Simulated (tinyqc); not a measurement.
Inside a calculation. Method: tight binding, honeycomb lattice. One step of it, computed by the program tinyqc.

Task: Bloch Hamiltonian at k. H_AB = -t1 (1 + exp(-i k.a1) + exp(-i k.a2)); H_AA = delta - 2 t2 sum cos(k.b + phi), H_BB = -delta - 2 t2 sum cos(k.b - phi), b = a1, a2 - a1, -a2.

Parameters chosen for this model:
```
parameter      value                        unit
t1          1.160000                 eV, nearest
t2          0.390000       eV, second neighbours
phi        -2.980000  rad, phase of t2 (Haldane)
delta       1.300000          eV, +/- on A and B
```

k point k (fractions of the reciprocal vectors): -0.380000  -0.170000

Give: H(k) at k.

Result:

H(k) at k (eV):
```
               A              B
A          1.156  -0.873-1.811i
B  -0.873+1.811i         -1.153
```
